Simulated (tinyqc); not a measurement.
Surface Green function of a square-lattice strip three rows wide, Sancho-Rubio decimation: densities of states against energy.

A semi-infinite lead of cells 0, 1, 2, ... with H0 inside a cell and H1 = <cell i|H|cell i + 1>. A cell is one column of three sites. z = E + i eta.

Start with e_s = e = H0, a = H1, b = H1^dagger. Each round: g = (z - e)^(-1); e_s <- e_s + a g b; e <- e + a g b + b g a; a <- a g a; b <- b g b (all with the old a, b). Round k joins cells 2^k apart. Stop when the largest entry of the matrices a and b is below 1e-12 eV; g_s = (z - e_s)^(-1), bulk (z - e)^(-1), density of states -Im Tr/pi. Here eta = 0.01 eV. Open modes are the crossings of E with the bands of H0 + H1 exp(ik) + H1^dagger exp(-ik) for 0 < k < pi.

H0 (eV):

|  | 1 | 2 | 3 |
|---|---|---|---|
| 1 | 0.47 | -0.72 | 0 |
| 2 | -0.72 | 0.37 | -0.72 |
| 3 | 0 | -0.72 | -0.02 |

H1 (eV):

|  | 1 | 2 | 3 |
|---|---|---|---|
| 1 | -0.9 | 0 | 0 |
| 2 | 0 | -0.9 | 0 |
| 3 | 0 | 0 | -0.9 |

Densities of states against energy:

| E (eV) | open modes | rounds | surface (1/eV) | bulk (1/eV) |
|---|---|---|---|---|
| -2.81 | 0 | 6 | 0.002804 | 0.007672 |
| -2.24 | 1 | 12 | 0.1996 | 0.3141 |
| -1.67 | 1 | 13 | 0.3074 | 0.2315 |
| -1.1 | 2 | 13 | 0.5819 | 0.4450 |
| -0.53 | 2 | 13 | 0.6724 | 0.4154 |
| 0.04 | 3 | 13 | 0.9068 | 0.6315 |
| 0.61 | 3 | 13 | 0.8931 | 0.6461 |
| 1.18 | 2 | 13 | 0.6524 | 0.4024 |
| 1.75 | 2 | 13 | 0.5319 | 0.5115 |
| 2.32 | 1 | 13 | 0.2975 | 0.2168 |
| 2.89 | 1 | 12 | 0.1801 | 0.3468 |
| 3.46 | 0 | 6 | 0.002381 | 0.005657 |

What does the table show?

The bands of the infinite lead run over -2.56 to 1.04, -1.57 to 2.03, -0.456 to 3.14 eV. The rounds lie between 6 and 13, 6.0 on average outside the bands and 12.8 inside. The surface density of states is largest at E = 0.04 eV among the rows (0.907 1/eV, bulk 0.631).

Computed by the program tinyqc: `OMP_NUM_THREADS=1 python tinyqc.py 2680011 2680012 out.jsonl`, one thread of a shared Intel Xeon 2.30GHz, about 0.07 s for the whole run.
